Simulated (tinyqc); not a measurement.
n-type polysilicon, carrier trapping at grain boundaries: one step of the calculation.

One-dimensional grains of size Lg, uniform ionised doping N, monovalent traps Qt at each boundary at a depth Et below (for electrons) or above (for holes) the band edge there, abrupt depletion of width W on each side of a boundary, Boltzmann statistics. xi is the distance from the band edge at the grain centre to the Fermi level. Trapped charge Qt/(1 + exp((xi + VB - Et)/Vt)) = 2 N W, barrier VB = q N W^2/(2 eps0 eps_r).

Task. Depletion width, Fermi level and barrier. If the trap equation with xi = Vt ln(NB/N) has a root W < Lg/2, the grain is partly depleted; otherwise W = Lg/2 and the trap equation gives xi = Et - VB + Vt ln(Qt/(N Lg) - 1). N* = Qt/Lg.

Inputs (values chosen for the exercise); values of the order met in polycrystalline silicon:
- T = 300 K (temperature)
- eps_r = 11.7 (relative permittivity)
- NB = 2.8e19 cm^-3 (conduction-band density of states at T)
- Lg = 29 nm (grain size)
- Qt = 4.1e12 cm^-2 (trap density of a grain boundary)
- Et = 0.34 eV (depth of the trap level from the majority band edge at the boundary)
- N = 5.5e17 cm^-3 (doping)

Constants: q = 1.602176634e-19 C, kB = 1.380649e-23 J/K, Vt = kB T/q, eps0 = 8.8541878128e-14 F/cm where lengths are in cm. Results are converted to the units shown.

Find: N*; W; xi; VB; share of traps filled.

Result.

N* = 1.414e18 cm^-3
W = 14.50 nm
xi = 0.2622 V
VB = 0.08942 V
share of traps filled = 0.3890

N is 0.389 N*, and the grain is fully depleted; VB = 3.46 Vt.

Program tinyqc, `OMP_NUM_THREADS=1 python tinyqc.py 2830278 2830279 out.jsonl`; Intel Xeon 2.30GHz, shared host, one thread, about 0.01 s.
